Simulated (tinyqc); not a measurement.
Wafer and channel orientation: ellipsoidal valleys in the axes of a wafer and a channel.

Valleys with axes a along [111], [1-1-1], [-11-1] and [-1-11], one whole valley each; inverse mass tensor w = 1/mt + (1/ml - 1/mt) a a. Device axes: z = nz/|nz|, x = nx/|nx|, y = z cross x; in them a = (ax, ay, az). Confinement mass mz = 1/w_zz. In the plane w_ij is replaced by u_ij = w_ij - w_iz w_jz/w_zz (i, j = x, y); density-of-states mass md = 1/sqrt(det u); conductivity mass along x mc = 1/u_xx; ballistic transport mass mx = u_yy/det u, width mass my = 1/u_yy.

Hard walls: E_n = c (n pi/t)^2/mz, c = hbar^2/2m0, n = 1, 2, 3. Non-degenerate share of a valley proportional to md sum_n exp(-E_n/kT); mean 1/mc = sum of share/mc. 1 nm = 10 angstrom.

Constants: hbar^2/2m0 = 3.80998211 eV angstrom^2; kB = 8.617333262e-05 eV/K.

Inputs chosen for the exercise (near those of the L valleys of Ge; shifted at random, so the results belong to these values and not to a real crystal):
- ml = 1.626 m0 (longitudinal mass)
- mt = 0.08 m0 (transverse mass)
- t = 6.5 nm (thickness of the film)
- T = 400 K (temperature)

For each face/channel: the lowest ladder (mz, number of valleys, md, E1, share) and the mean conductivity mass over all valleys.

Results:
```
face/channel     mz  valleys     md  E1 (meV)  share  mean mc
(110)/[001]   0.218        2  0.218      40.7  0.828   0.3498
(111)/[11-2]  1.626        1  0.080       5.5  0.695   0.0935
(001)/[100]   0.117        4  0.298      76.0  1.000   0.1492
(100)/[011]   0.117        4  0.298      76.0  1.000   0.1492
(113)/[1-10]  0.286        1  0.191      31.1  0.533   0.1167
(112)/[11-1]  0.517        1  0.142      17.2  0.623   0.1754
(001)/[110]   0.117        4  0.298      76.0  1.000   0.1492
```

What can be read from this table?

The mean conductivity mass is lowest, 0.0935, for (111)/[11-2] and highest, 0.3498, for (110)/[001]; the bulk value is 0.1171. The confinement energy is lowest on the face with the heaviest mz ((111), 5 meV). The density of states of the lowest ladder, valleys times md, runs between 0.080 and 1.192; a small value limits the charge through the quantum capacitance.

(tinyqc, `OMP_NUM_THREADS=1 python tinyqc.py 1880266 1880267 out.jsonl`, Intel(R) Xeon(R) Processor @ 2.30GHz, 1 thread, shared host, about 0.01 s.)
